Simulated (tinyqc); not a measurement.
## Transistor under a ferroelectric capacitor (negative capacitance), static model: effect of the coercive field

A ferroelectric film of thickness tf lies between the gate and an inner metal at potential v, which drives an ordinary transistor. One domain, P = Q (background permittivity neglected): Vg = v + tf (2 al Q + 4 be Q^3), al = -3 sqrt(3) Ec/(4 Pr), be = 3 sqrt(3) Ec/(8 Pr^3). Gate charge Q(v) = Qi + Cp v with the channel charge Qi = Cox n Vt ln(1 + exp((v - VT)/(n Vt))). Q in uC/cm^2, E in kV/cm; 1 nm times 1 kV/cm is 1e-4 V. Domains, leakage and the switching time are left out.

C = dQ/dv = Cox/(1 + exp(-(v - VT)/(n Vt))) + Cp; dVg/dv = 1 + C tf (2 al + 12 be Q^2); gain = dv/dVg. The largest gain is taken over -0.3 V < v < 2.5 V, tc is the thickness at which dVg/dv first touches zero, the swing is n Vt ln 10 (1 + 2 al tf Cp), v solves Vg(v) = Vg, and the last column compares Qi(v) with Qi(Vg) of the transistor without the film.

Inputs (values chosen for the exercise); Pr and Ec close to those of hafnium oxide based films: temperature T = 325 K; remanent polarisation Pr = 22 uC/cm^2; capacitance of the inner oxide Cox = 3.2 uF/cm^2; overlap capacitance per gate area Cp = 0.96 uF/cm^2; threshold of the inner transistor VT = 0.41 V; subthreshold factor of the inner transistor n = 1.06; ferroelectric thickness tf = 15 nm; gate voltage Vg = 0.21 V.

Constants: q = 1.602176634e-19 C, kB = 1.380649e-23 J/K, Vt = kB T/q. Results are converted to the units shown.

Result of one run:
```
Ec (kV/cm)  tc (nm)  largest gain  swing (mV/decade)  v at Vg (V)  Qi with/without film
800           25.70         2.402              59.06       0.2431                 3.048
```

What becomes of these results when the coercive field Ec is changed from 800 to 1200 kV/cm, all else the same?

Result of the changed run:
```
Ec (kV/cm)  tc (nm)  largest gain  swing (mV/decade)  v at Vg (V)  Qi with/without film
1200          17.13         8.037              54.41       0.2640                 6.150
```

The whole series:
```
Ec (kV/cm)  tc (nm)  largest gain  swing (mV/decade)  v at Vg (V)  Qi with/without film
400           51.40         1.412              63.71       0.2253                 1.676
600           34.26         1.779              61.38       0.2339                 2.234
800           25.70         2.402              59.06       0.2431                 3.048
1000          20.56         3.699              56.73       0.2531                 4.266
1200          17.13         8.037              54.41       0.2640                 6.150
```

As Ec goes from 400 to 1200 kV/cm, the largest gain rises from 1.41 to 8.04, the swing falls from 63.7 to 54.4 mV a decade and tc falls from 51.4 to 17.1 nm. At Ec = 1500, 1800 kV/cm tf is within 2 % of tc or beyond it, so those rows are left out. At Ec = 1200 kV/cm the gain relies on a single-domain state close to the fold, which domains would spoil.

Program tinyqc, `OMP_NUM_THREADS=1 python tinyqc.py 2860020 2860021 out.jsonl`; Intel Xeon 2.30GHz, shared host, one thread, about 0.02 s.
